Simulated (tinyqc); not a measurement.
# Gate work function from the charge

Inverse problem. For an undoped double gate, Q = 8 eps0 eps_r Vt beta tan(beta)/ts with 0 < beta < pi/2, and at the source (Vg - dphi)/(2 Vt) - ln[(2/ts) sqrt(2 eps0 eps_r Vt/(q ni))] = ln(beta) - ln(cos beta) + 2 r beta tan(beta), r = eps_r tox/(eox ts). Find beta and dphi.

Inputs (values chosen for the exercise); material values close to those of gallium arsenide:
```
symbol,value,unit,meaning
T,350,K,temperature
eps_r,13,,relative permittivity of the semiconductor
eox,3.77,,relative permittivity of the gate insulator
tox,1.4,nm,insulator thickness
ts,12,nm,body thickness
Vg,0.81,V,gate voltage
```

Constants: q = 1.602176634e-19 C, kB = 1.380649e-23 J/K, Vt = kB T/q, eps0 = 8.8541878128e-14 F/cm where lengths are in cm. Results are converted to the units shown.

Qs = 528.29385 nC/cm^2
ni = 1.2655982e8 cm^-3

Answer. beta tan(beta) rises from 0 without bound on the interval, so the charge fixes beta; the second relation is then explicit in dphi. At this charge the surface density passes 0.3 Nc, so the classical Boltzmann model is only formal.

beta = 1.116
dphi = -0.05000 V

Computed by the program tinyqc: `OMP_NUM_THREADS=1 python tinyqc.py 2440106 2440107 out.jsonl`, one thread of a shared Intel Xeon 2.30GHz, about 0.03 s for the whole run.
